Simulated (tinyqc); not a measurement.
# Short-channel transistor, virtual-source model with series resistance: several studies

The current per gate width is the charge at the top of the source barrier (the virtual source) times its velocity times a saturation function; al and be are fitting constants of the model. Units: I in uA/um, Rs in ohm um, so I Rs = 1e-6 I Rs in volts; Q in uC/cm^2, so I = 1e-4 Q vx0 Fsat with vx0 in cm/s.

Values chosen for this exercise: temperature T = 300 K; inversion capacitance Cinv = 3.9 uF/cm^2; velocity at the virtual source vx0 = 2.58e7 cm/s; apparent mobility mu = 140 cm^2/(V s); channel length L = 32 nm; threshold at zero drain voltage VT0 = 0.319 V; drain-induced barrier lowering dl = 0.086 V/V; subthreshold factor n0 = 1.1; growth of n with drain voltage nd = 0.2 1/V; threshold shift (in units of Vt) from weak to strong inversion al = 3.5; sharpness of saturation be = 1.4; series resistance of each contact Rs = 150 ohm um.

Constants: q = 1.602176634e-19 C, kB = 1.380649e-23 J/K, Vt = kB T/q. Results are converted to the units shown.

Each table varies one quantity; the others keep the values above.

## Effect of the channel length on the on and off currents

Intrinsic voltages Vg' = Vgs - I Rs, Vd' = Vds - 2 I Rs. n = n0 + nd Vd', VT = VT0 - dl Vd', Ff = 1/(1 + exp((Vg' - VT + al Vt/2)/(al Vt))), Q = Cinv n Vt ln(1 + exp((Vg' - VT + al Vt Ff)/(n Vt))), Vdsat = (vx0 L/mu)(1 - Ff) + Vt Ff, Fsat = u/(1 + u^be)^(1/be) with u = Vd'/Vdsat, and I = Q vx0 Fsat per width. I is solved self-consistently. Ion is I at Vgs = Vds = 1 V, Ioff at Vgs = 0, Vds = 1 V, and Rlin = Vds/I at Vgs = 1 V, Vds = 0.05 V. mu, vx0, VT0, dl and n0 are held fixed.

Effect of the channel length on the on and off currents:

| L (nm) | Ion (uA/um) | Ioff (nA/um) | log10(Ion/Ioff) | Rlin (ohm um) |
|---|---|---|---|---|
| 10 | 2446.4 | 3494.5 | 2.8451 | 327.90 |
| 15 | 2321.2 | 3484.2 | 2.8236 | 341.78 |
| 24 | 2144.3 | 3463.8 | 2.7917 | 366.64 |
| 36 | 1964.7 | 3433.8 | 2.7575 | 399.63 |
| 55 | 1753.2 | 3381.4 | 2.7147 | 451.57 |
| 85 | 1516.4 | 3290.7 | 2.6635 | 533.09 |
| 130 | 1275.6 | 3145.4 | 2.6080 | 654.71 |
| 200 | 1033.7 | 2916.5 | 2.5495 | 843.06 |

What does the table show?

As L goes from 10 to 200 nm, Ion falls from 2450 to 1030 uA/um, Ioff falls from 3490 to 2920 nA/um and Rlin rises from 328 to 843 ohm um. Ion changes by a factor of 0.423 and Ioff by 0.835. In every row the off current passes 1 uA/um, so the device is hardly off at Vgs = 0. At L = 200 nm the channel is long for this model, whose fixed vx0 belongs to short devices.

## Supply voltage at a fixed off current

For each supply Vdd, VT0 is set so that I(Vgs = 0, Vds = Vdd) = 1 nA/um; Ion = I(Vdd, Vdd); C = Cinv L + 0.45 fF/um of parasitic capacitance; delay C Vdd/Ion, energy C Vdd^2.

Supply voltage at a fixed off current:

| Vdd (V) | VT0 (V) | Ion (uA/um) | delay (ps) | energy (fJ/um) |
|---|---|---|---|---|
| 0.4 | 0.5089 | 68.78 | 9.875 | 0.2717 |
| 0.5 | 0.5248 | 218.5 | 3.886 | 0.4245 |
| 0.6 | 0.5406 | 426.0 | 2.392 | 0.6113 |
| 0.7 | 0.5564 | 660.0 | 1.801 | 0.8320 |
| 0.8 | 0.5722 | 909.4 | 1.494 | 1.087 |
| 0.9 | 0.5879 | 1170 | 1.306 | 1.375 |
| 1 | 0.6037 | 1438 | 1.180 | 1.698 |
| 1.1 | 0.6195 | 1714 | 1.090 | 2.055 |

What does the table show?

The VT0 needed rises from 0.509 to 0.619 V and Ion rises from 68.8 to 1710 uA/um. The delay falls from 9.88 to 1.09 ps, while the energy grows as Vdd^2. Going from 0.4 to 0.5 V changes the delay by -61 %, going from 1 to 1.1 V by -7.7 %.

## Effect of the drain-induced barrier lowering on the on and off currents

Same model as above.

Effect of the drain-induced barrier lowering on the on and off currents:

| dl (V/V) | Ion (uA/um) | Ioff (nA/um) | log10(Ion/Ioff) | Rlin (ohm um) |
|---|---|---|---|---|
| 0 | 1957.6 | 328.25 | 3.7755 | 388.78 |
| 0.04 | 1987.4 | 1003.3 | 3.2969 | 388.72 |
| 0.08 | 2015.3 | 2944.6 | 2.8353 | 388.66 |
| 0.12 | 2041.5 | 8106.4 | 2.4011 | 388.60 |
| 0.16 | 2066.1 | 20232 | 2.0091 | 388.54 |
| 0.2 | 2089.3 | 44153 | 1.6750 | 388.48 |
| 0.24 | 2111.2 | 82770 | 1.4067 | 388.42 |
| 0.28 | 2131.9 | 1.3484e5 | 1.1990 | 388.36 |

What does the table show?

As dl goes from 0 to 0.28 V/V, Ion rises from 1960 to 2130 uA/um, Ioff rises from 328 to 1.35e5 nA/um and Rlin stays near 389 ohm um. Ion changes by a factor of 1.09 and Ioff by 411. The off current depends on it through an exponential, the on current about linearly. For dl = 0.04 to 0.28 V/V the off current passes 1 uA/um, so the device is hardly off at Vgs = 0.

Computed by the program tinyqc: `OMP_NUM_THREADS=1 python tinyqc.py 2380127 2380128 out.jsonl`, one thread of a shared Intel Xeon 2.30GHz, about 0.01 s for the whole run.
